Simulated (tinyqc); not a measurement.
# Ferroelectric with a first-order transition, Landau-Devonshire energy: the upper branch of the loop

One domain with free energy u = al P^2 + be P^4 + ga P^6 - E P, al = a0 (T - T0), be < 0 < ga (P in uC/cm^2, E in kV/cm, u in mJ/cm^3). Equilibrium: E = 2 al P + 4 be P^3 + 6 ga P^5; a state is stable against small changes where dE/dP > 0. The coercive field is that of uniform switching, which real films, switching by domains, do not reach.

Ps^2 = [-be + sqrt(be^2 - 3 al ga)]/(3 ga); Pc^2 = [-3 be + sqrt(9 be^2 - 15 al ga)]/(15 ga), Ec = -E(Pc); susceptibility chi = 1/(eps0 dE/dP). P is the largest root of E(P) = Ea.

Inputs (values chosen for the exercise):

| symbol | value | unit | meaning |
|---|---|---|---|
| a0 | 0.025 | kV cm/(uC K) | slope of the quadratic coefficient |
| T0 | 600 | K | Curie-Weiss temperature |
| be | -0.002 | kV cm^5/uC^3 | quartic coefficient |
| ga | 1.1e-6 | kV cm^9/uC^5 | sixth-order coefficient |
| T | 595 | K | temperature |

Constants: eps0 = 8.8541878128e-14 F/cm where lengths are in cm. Results are converted to the units shown.

Result of one run:
```
P (uC/cm^2)  u (mJ/cm^3)    chi
35.25              -1133  540.9
```

Which applied field Ea gave this result: -67, -49, 0, 35 or 280 kV/cm?

Ea = 0 kV/cm.

The whole series:
```
Ea (kV/cm)  P (uC/cm^2)  u (mJ/cm^3)    chi
-67               29.00         1078   3896
-63               30.02        959.4   2290
-49               31.97        524.0   1166
-28               33.68       -166.7  753.2
0                 35.25        -1133  540.9
35                36.71        -2393  413.3
70                37.87        -3699  340.3
140               39.69        -6417  257.6
280               42.34     -1.217e4  180.0
```

P rises from 29.0 to 42.3 uC/cm^2, and chi falls from 3900 to 180. The branch ends at -Ec = -69.5 kV/cm, P = 27.2 uC/cm^2, where dE/dP vanishes and chi diverges; there P still has 77 % of Ps.

tinyqc, about 0.01 s, one thread, Intel Xeon 2.30GHz (shared host): `OMP_NUM_THREADS=1 python tinyqc.py 2860036 2860037 out.jsonl`
